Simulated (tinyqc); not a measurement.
From one set of inputs to another, one input at a time: charge control and current of a heterostructure field-effect transistor. Computed by tinyqc, a small Python program. Command: `OMP_NUM_THREADS=1 python tinyqc.py 3026958 3026959 out.jsonl hemt ladder`. One thread of a shared host (Intel(R) Xeon(R) Processor @ 2.30GHz), about 0.01 s of CPU time with the checks.

Two subbands in a triangular well; E_F is counted from the conduction band edge of the channel at the interface.

The inputs printed are set A. Inputs not listed in the table keep their values of set A, so the rows need not describe a real material.

Inputs (values chosen for the exercise, modelled on AlGaAs/GaAs):
```
quantity                                  value        unit
channel mass m                            0.067         m_0
permittivity eps (barrier and channel)     12.1           -
barrier thickness d                          44          nm
Schottky barrier phi_B                        1          eV
conduction band offset dE_c                0.18          eV
delta-doping density N_d                6.1e+12      1/cm^2
gate voltage V_G                              0           V
mobility mu                                8400  cm^2/(V s)
saturation velocity v_s                     1.4    1e7 cm/s
gate length L                               370          nm
source resistance R_S                       0.2      ohm mm
temperature T                               400           K
mixing                                      0.3           -
iteration cap                               200           -
spacer between delta layer and channel      2.7          nm
```

Charge source: delta doping. Velocity law: smooth.

Constants: e = 1.602176634e-19 C; eps_0 = 8.8541878128e-12 F/m; k_B = 8.617333262e-05 eV/K; hbar = 1.054571817e-34 J s; m_0 = 9.1093837015e-31 kg; k_B = 1.380649e-23 J/K.

Method:
- Threshold V_T = phi_B - dE_c - e N_d (d - spacer)/(eps eps_0) (in volts); C_b = eps eps_0/d.
- Charge control: n_s = C_b (V_G - V_T - E_F/e)/e. Well: mean field F = e n_s/(2 eps eps_0), E_i = (hbar^2/2m)^(1/3) [(3 pi e F/2)(i + 3/4)]^(2/3), i = 0, 1; n_s = D k_B T sum_i ln(1 + exp((E_F - E_i)/k_B T)), D = m/(pi hbar^2), which is solved in closed form for E_F.
- Iteration from n_s = C_b (V_G - V_T)/(2e): E_F from n_s, n_out from the charge control, n_new = n_s + mixing (n_out - n_s), kept above n_s/10; stop when |n_out/n_s - 1| < 1e-9.
- C_g = e dn_s/dV_G = 1/(1/C_b + 1/C_q), 1/C_q = d(E_F/e)/d(e n_s) by a central difference of +/- 0.1 % in n_s; added distance dd = eps eps_0/C_q.
- With V = e n_s/C_g and V_c = v_s L/mu: for v = mu F/(1 + mu F/v_s), V_Dsat = V_c (sqrt(1 + 2V/V_c) - 1) and I/W = C_g v_s (V - V_Dsat); g_m = dI/dV; extrinsic g_m/(1 + g_m R_S); f_T = g_m/(2 pi C_g L).

Each row keeps all changes above it:
```
input moved                          from    to  saturation current I/W (mA/mm)  extrinsic g_m (mS/mm)  gate capacitance C_g (microfarad/cm^2)
set A                                   -     -                          731.41                 264.13                                 0.22199
saturation velocity v_s (1e7 cm/s)    1.4   1.3                          684.26                 247.16                                 0.22199
conduction band offset dE_c (eV)     0.18  0.22                          694.65                 247.40                                 0.22206
source resistance R_S (ohm mm)        0.2  0.28                          694.65                 242.60                                 0.22206
mobility mu (cm^2/(V s))             8400  7200                          683.79                 240.65                                 0.22206
gate length L (nm)                    370    55                          779.35                 256.89                                 0.22206
Schottky barrier phi_B (eV)             1   1.1                          751.71                 256.53                                 0.22188
channel mass m (m_0)                0.067  0.07                          753.77                 257.02                                 0.22234
```

Which inputs carry the difference?

Saturation current I/W goes from 731 to 754, a factor 1.03 in all. The largest single move comes from gate length L (a factor 1.14), and saturation velocity v_s works against it (a factor 0.936). Extrinsic g_m goes from 264 to 257, a factor 0.9731 in all. The largest single move comes from saturation velocity v_s (a factor 0.936), and gate length L works against it (a factor 1.07). gate capacitance C_g ends near its start, 0.222; the largest single move comes from channel mass m (a factor 1.0021). The single moves hold for this order of the switches; the total does not depend on the order.

Caution (all rows): E_F lies above the conduction band minimum of the barrier, so electrons would spill into the barrier.

Extremes, crossings and ranges named in words are read from the listed rows.
